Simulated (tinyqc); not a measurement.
Six-band hole subbands of a thin body in a field, step by step. Values are carried at full precision from step to step, so a last printed digit may differ when a step is redone from the rounded ones.

Constants: hbar^2/2m0 = 3.80998211 eV angstrom^2.

Parameters, chosen for this exercise (near those of a p-type Si channel; not measured data):
- g1 = 4.28 (Luttinger gamma1)
- g2 = 0.34 (gamma2)
- g3 = 1.45 (gamma3)
- face = 110 (surface)
- Dso = 0.044 eV (spin-orbit splitting)
- b = -2.08 eV (tetragonal potential)
- d = -4.77 eV (trigonal potential)
- S = (7.81, -2.12, 12.58) 1/TPa (compliances s11, s12, s44)
- t = 95 angstrom (body thickness)
- F = 0.2 MV/cm (field across the body)
- sx = 0 GPa (stress along the channel [1-10], negative in compression)
- kmax = 0.06 1/angstrom (end of the path)

## Confinement masses without spin-orbit coupling

C(n n^T)/c has C_XX = (g1 + 4 g2) nx^2 + (g1 - 2 g2)(ny^2 + nz^2) and C_XY = 6 g3 nx ny, n the unit normal; its eigenvalues are the inverse masses along n.

C(n n^T)/c, rows X, Y, Z and columns alike:
```
[[4.6200, 4.3500, 0],
 [4.3500, 4.6200, 0],
 [0, 0, 3.6000]]
```

masses (m0): [3.7037, 0.2778, 0.1115]

The heaviest mass, 3.70, comes from a near cancellation among the gammas, so a few per cent in them move it strongly.

## The matrix for one sine at q = 0

Basis X, Y, Z times spin, hole energies counted downwards from the unstrained edge (the hydrostatic shift is left out), c = hbar^2/2m0. For a symmetric tensor T let C(T) have C_XX = L Txx + M (Tyy + Tzz), C_XY = N Txy (cyclic), L = c (g1 + 4 g2), M = c (g1 - 2 g2), N = 6 c g3. k = q + kz n, n the unit normal, q = k1 u + k2 v with u along the channel [1-10] and v = n x u. H = C(k k^T) + (Dso/3)(1 - L.sigma) - B + e F z with (L_k)_ij = -i epsilon_kij; B is the block C built from the traceless strain with 2b, -b and sqrt(3) d in place of L, M, N. Strain: exx = eyy = (s11 + s12) sx/2, ezz = s12 sx, exy = -s44 sx/4. Hard walls at z = 0 and t; basis sin(j pi z/t), j = 1 to Nz: kz^2 = (j pi/t)^2, kz = -i D with D_jl = 4 j l/(t (j^2 - l^2)), z_jj = t/2 and z_jl = -8 t j l/(pi (j^2 - l^2))^2 for j + l odd; 1 MV/cm = 0.01 eV/angstrom.

Nz = 1, in meV.

H (meV), rows X+, Y+, Z+, X-, Y-, Z- and columns alike:
```
[[128.92, 18.12+14.67i, 0, 0, 0, -14.67],
 [18.12-14.67i, 128.92, 0, 0, 0, 14.67i],
 [0, 0, 124.67, 14.67, -14.67i, 0],
 [0, 0, 14.67, 128.92, 18.12-14.67i, 0],
 [0, 0, 14.67i, 18.12+14.67i, 128.92, 0],
 [-14.67, -14.67i, 0, 0, 0, 124.67]]
```

## Its levels

Diagonalise; the levels come in pairs. Give each pair and its weights on X, Y, Z, summed over spin and averaged over the pair.

levels (meV): [100.89, 119.62, 161.99]

weights, rows X, Y, Z; columns pair 1, pair 2, pair 3:
```
[[0.394, 0.212, 0.394],
 [0.394, 0.212, 0.394],
 [0.211, 0.576, 0.213]]
```

## More sines

The four lowest pairs at q = 0.

Hole energies (meV):
```
Nz  pair 1  pair 2  pair 3  pair 4
1   100.89  119.62  161.99       -
2    71.31  102.70  137.00  151.75
4    53.62   91.54  101.90  132.13
8    49.17   77.02   98.44  103.70
16   49.07   76.59   97.79  102.86
```

One sine is 51.82 meV off in the top subband, since the field mixes the sines. The second pair lies 27.5 meV deeper.

## Dispersion of the top subband

Nz = 14; the two lowest levels (spin-split where the field breaks inversion), in meV from their value at q = 0.

Energies (meV):
```
|q| (1/angstrom)    u a    u b    v a    v b
0.015              6.84   7.76   3.00   3.11
0.030             27.78  29.84  12.05  12.35
0.045             59.67  61.70  27.03  27.69
0.060             77.85  78.70  47.66  49.05
```

From the mean of each pair in the first row, c q^2/E gives 0.12 m0 along u and 0.28 m0 along v. The largest distance between a and b in the table is 2.06 meV. These masses hold for the first row only: the band bends further out.

## Checks

- Top level at q = 0 on (001) without field and stress against c (g1 - 2 g2)(pi/t)^2, eV: both 0.01500.
- Hermiticity, and E(q) against E(-q): they agree to 1e-10 or better.

Computed by tinyqc, a small Python program: `OMP_NUM_THREADS=1 python tinyqc.py 1282684 1282685 out.jsonl` (the numbers bound the seed that draws the inputs); one thread of a shared host (Intel(R) Xeon(R) Processor @ 2.30GHz), about 0.3 s for the whole set of steps.
